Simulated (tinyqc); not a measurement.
Worked calculation: Lorentz oscillators and the Kramers-Kronig relations. Values are carried at full precision from step to step, so a last printed digit may differ when a step is redone from the rounded ones.

eps(E) = 1 + sum_j S_j/(E0_j^2 - E^2 - i G_j E).

Constants: hbar c = 1973.269805 eV angstrom; hbar^2/2m0 = 3.80998211 eV angstrom^2; e^2/(4 pi eps0) = 14.39964547 eV angstrom.

Values chosen for the exercise:
```
symbol  value    unit  meaning
E0      (7.47)   eV    resonances
G       (0.88)   eV    widths
S       (139.5)  eV^2  strengths
E       11.09    eV    photon energy
h       0.2      eV    grid step
M       40             grid points E_j = j h
i       18             grid index at which eps1 is wanted
```

## Dielectric function at one energy

Evaluate each oscillator and the sum.

terms: -2.0334+0.2954i

eps(E) = -1.0334+0.2954i
eps(0) = 3.5000

## Optical constants

n + i k = sqrt(eps1 + i eps2) with k >= 0; R = ((n - 1)^2 + k^2)/((n + 1)^2 + k^2) at normal incidence from vacuum; alpha = 2 E k/(hbar c), times 1e8 for 1/cm; loss function Im(-1/eps) = eps2/(eps1^2 + eps2^2).

Convert eps at the photon energy E into the optical constants.

n = 0.1438
k = 1.0267
R = 0.7565
alpha = 1.15e+06 1/cm
loss function = 0.2557
vacuum wavelength hc/E (hc = 1239.841984 eV nm) = 111.8 nm

The intensity falls to 1/e within 8.67 nm. eps1 is negative, so k exceeds n, as in a metal below its plasma energy; R is 0.76.

## Absorptive part on the grid

Tabulate eps2 at E_j = j h.

eps2(E_j), j = 1 .. M: 0.0079  0.0159  0.0240  0.0323  0.0409  0.0498  0.0593  0.0692  0.0799  0.0914  0.1038  0.1174  0.1324  0.1490  0.1676  0.1885  0.2123  0.2395  0.2709  0.3076  0.3508  0.4022  0.4642  0.5400  0.6341  0.7527  0.9052  1.1059  1.3768  1.7539  2.2983  3.1181  4.4136  6.5617  10.2060  15.8305  20.8883  19.2099  13.2060  8.4092

## eps1 at one grid point

Kramers-Kronig: eps1(E) = 1 + (2/pi) P integral_0^infinity E1 eps2(E1)/(E1^2 - E^2) dE1. Maclaurin rule on the grid E_j = j h, j = 1 .. M: eps1(E_i) = 1 + (4 h/pi) sum over j with j - i odd of E_j eps2(E_j)/(E_j^2 - E_i^2); nothing is added above E_M.

List the terms E_j eps2_j/(E_j^2 - E_i^2) for j - i odd, add them and form eps1.

terms in order of j (1/eV): -0.0001  -0.0011  -0.0034  -0.0075  -0.0148  -0.0281  -0.0555  -0.1270  -0.5155  0.6956  0.3148  0.2604  0.2633  0.3017  0.3861  0.5592  0.9520  1.9823  3.6979  2.1514

sum = 10.812 1/eV
eps1(E_i) = 3.753

The oscillator formula gives 4.239 at E_i = 3.6 eV. The rule samples every 2h = 0.4 eV against a narrowest width of 0.88 eV and stops at 8 eV; coarse sampling and the missing tail make the difference.

## The f-sum on the grid

W(E_M) = (2/pi) h sum_j E_j eps2_j, with half weight on the last point; the full integral equals sum S_j = (hbar omega_p)^2, and the electron density follows from (hbar omega_p)^2 = 8 pi c (e^2/(4 pi eps0)) N with c = hbar^2/2m0.

W(E_M) = 99.58 eV^2
sum S = 139.50 eV^2
share reached on this grid (a step near the line widths can inflate it) = 0.714
hbar omega_p = 11.811 eV
N = 1.01e+23 1/cm^3

## Checks

- The value of eps1 at 11.147 eV from a fine, long grid (with the tail of eps2 ~ 1/E^3 added) against the oscillator formula: both -0.997.

(tinyqc, `OMP_NUM_THREADS=1 python tinyqc.py 1650481 1650482 out.jsonl`, Intel(R) Xeon(R) Processor @ 2.30GHz, 1 thread, shared host, about 0.2 s.)
